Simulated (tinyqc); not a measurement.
Worked calculation: UHF in the 6-31g basis, for H4, spin multiplicity 3. This run ends on a higher stationary point, not on the lowest solution. Computed by tinyqc, a small Python program that keeps every step (integrals from PySCF). Settings: charge = 0, multiplicity = 3, basis = 6-31g, energy threshold = 1e-08, iteration cap = 68, orthogonalisation = canonical, start = core, DIIS depth = 8, DIIS from iteration = 2, method = UHF. Command: `OMP_NUM_THREADS=1 python tinyqc.py 23068 23069 out.jsonl` (the two numbers bound the seeds that draw the settings). One thread of a shared host (Intel(R) Xeon(R) Processor @ 2.60GHz), about 0.2 s of CPU time with the checks.

Geometry (angstrom):
```
atom        x        y        z
H     0.00000  0.00000  0.00000
H     0.00000  0.00000  0.90900
H     0.00000  0.00000  2.16000
H     0.00000  0.00000  3.06800
```

Stop when the energy changes by less than 1e-08 hartree and every element of the error matrix X^T (F D S - S D F) X (for each spin) is below 3e-05.

Course of the cycle:
```
iteration  E (hartree)     change  largest element of the error matrix
1           -1.7834521          -                             2.44e-01
2           -1.9469547  -1.64e-01                             4.47e-02
3           -1.9512906  -4.34e-03                             1.45e-02
4           -1.9519452  -6.55e-04                             4.26e-03
5           -1.9520307  -8.55e-05                             6.33e-04
6           -1.9520333  -2.56e-06                             2.04e-04
7           -1.9520338  -4.74e-07                             2.16e-04
8           -1.9520326   1.18e-06                             1.83e-04
9           -1.9520295   3.07e-06                             1.06e-05
10          -1.9520295   1.83e-09                             1.62e-06
```

Can the last value be used, and what does the course show?

No, though the log alone does not show it. Converged in 10 iterations. But the solution lies 0.00121 hartree above the reference: it is another stationary point, not the lowest one. Reruns (cap 100 unless said): damping 0.5: not converged; level shift 0.5: not converged; atomic densities as start, DIIS 8: converged in 10 to a higher stationary point. PySCF UHF in the same basis, after a stability check = -1.9532363 hartree.
